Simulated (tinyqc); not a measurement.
Double-gate transistor below threshold, two-dimensional Poisson equation on a small mesh: one step of the calculation.

Half of a symmetric double-gate structure: row 0 is the mid-plane of the body, where the normal field vanishes. Mobile charge is neglected (subthreshold), the body is fully depleted, and potentials are counted from the intrinsic level; rows run upward to the gate, columns from source to drain.

Problem. Barrier, swing and barrier lowering. The barrier is read along row 0, the path farthest from the gate. Take the node j of lowest psi: barrier Vbi - psi_j; swing Vt ln 10/(d psi_j/dVg); DIBL = (d psi_j/dVd)/(d psi_j/dVg). The derivatives solve the same equations with s = 0 and a unit change of that voltage.

Inputs (values chosen for the exercise): temperature T = 300 K; potential of the source Vbi = 0.45 V.

Constants: q = 1.602176634e-19 C, kB = 1.380649e-23 J/K, Vt = kB T/q. Results are converted to the units shown.

converged psi (V):
```
              j=0         j=1         j=2         j=3         j=4         j=5
row 0   0.4500000   0.1031260   0.0186901   0.0568495   0.2964775   1.1500000
row 1   0.4500000   0.0960293   0.0153750   0.0514014   0.2798768   1.1500000
row 2   0.4500000   0.0741507   0.0057493   0.0355451   0.2285737   1.1500000
row 3   0.2050000   0.0184295  -0.0166756  -0.0014785   0.0974924   0.5550000
row 4  -0.0400000  -0.0400000  -0.0400000  -0.0400000  -0.0400000  -0.0400000
```

d psi/dVg on row 0: j=0 0.00000000, j=1 0.71452167, j=2 0.90741689, j=3 0.90741689, j=4 0.71452167, j=5 0.00000000
d psi/dVd on row 0: j=0 0.0000000, j=1 0.0046310, j=2 0.0190349, j=3 0.0735482, j=4 0.2808474, j=5 1.0000000

Give: j; barrier; swing; DIBL.

Solution.

j = 2
barrier = 0.4313 V
swing = 65.60 mV/decade
DIBL = 20.98 mV/V

Numbers from tinyqc (`OMP_NUM_THREADS=1 python tinyqc.py 2480066 2480067 out.jsonl`; about 0.1 s on one thread of a shared Intel Xeon 2.30GHz).
